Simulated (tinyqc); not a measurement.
# Changing the doping N of the lightly doped side

Model: avalanche multiplication and breakdown of a junction from ionisation integrals. Computed by tinyqc, a small Python program. Command: `OMP_NUM_THREADS=1 python tinyqc.py 3023042 3023043 out.jsonl impact sweep`. One thread of a shared host (Intel(R) Xeon(R) Processor @ 2.30GHz), about 0.03 s of CPU time with the checks.

Ionisation coefficients follow the local field. Position x runs through the depletion layer from the p side (x = 0), where electrons enter, to the n side (x = w), where holes enter. The built-in voltage is neglected.

Inputs (values chosen for the exercise, modelled on InP):

| quantity | value | unit |
|---|---|---|
| electron prefactor a_n | 5.74e+06 | 1/cm |
| electron field b_n | 3.11e+06 | V/cm |
| hole prefactor a_p | 2.11e+06 | 1/cm |
| hole field b_p | 2.3e+06 | V/cm |
| exponent c | 1 | - |
| permittivity eps | 12.5 | - |
| drift-layer mobility mu | 4200 | cm^2/(V s) |
| layer width W | 0.28 | micrometre |

Junction: punch-through p+ n- n+.

Constants: e = 1.602176634e-19 C; eps_0 = 8.8541878128e-12 F/m.

Method:
- alpha_n = a_n exp(-(b_n/F)^c), alpha_p = a_p exp(-(b_p/F)^c).
- Field F = F_m - e N x/(eps eps_0) over the layer, w = W, V = F_m W - e N W^2/(2 eps eps_0); valid while F > 0 at x = W.
- With Phi(x) = int_0^x (alpha_n - alpha_p) dx': 1 - 1/M_n = I_n = int_0^w alpha_n exp(-Phi) dx and M_p = M_n exp(-Phi(w)); trapezoid rule on 401 even points; breakdown at I_n = 1.
- Solve I_n(F_m) = 1.
- R_on = w/(e mu N) with w the width at breakdown; figure of merit V_B^2/R_on; for a triangular field it equals eps eps_0 mu F_m^3/4.

One run for each value:

| doping N of the lightly doped side (1/cm^3) | breakdown voltage (V) | critical field F_m (MV/cm) | specific on-resistance (milliohm cm^2) | V_B^2/R_on (MW/cm^2) |
|---|---|---|---|---|
| 2.40e+14 | 16.520 | 0.59047 | 0.17338 | 1.57 |
| 4.70e+14 | 16.520 | 0.59096 | 0.08853 | 3.08 |
| 9.00e+14 | 16.521 | 0.59187 | 0.04623 | 5.90 |
| 1.80e+15 | 16.524 | 0.59378 | 0.02312 | 11.81 |
| 3.40e+15 | 16.528 | 0.59716 | 0.01224 | 22.32 |
| 6.60e+15 | 16.534 | 0.60388 | 0.00630 | 43.36 |
| 1.30e+16 | 16.542 | 0.61712 | 0.00320 | 85.49 |
| 2.50e+16 | 16.536 | 0.64125 | 0.00166 | 164.30 |
| 4.80e+16 | 16.452 | 0.68486 | 0.00087 | 312.24 |

Over the rows, breakdown voltage (V) goes from 16.5 through a maximum among these rows, 16.5 at 1.30e16, to 16.5; critical field F_m (MV/cm) rises from 0.590 to 0.685 (exponent d ln y / d ln x 0.0012 between the first rows and 0.10 between the last); specific on-resistance (milliohm cm^2) falls from 0.173 to 8.67e-4 (exponent d ln y / d ln x about -1.0 throughout). At the high end the exponent of critical field F_m is 0.10, close to 0.12: the N^(1/8) rule. At light doping the field is flat and V_B tends to that of a p-i-n diode of the same width.

Extremes, crossings and ranges named in words are read from the listed rows.
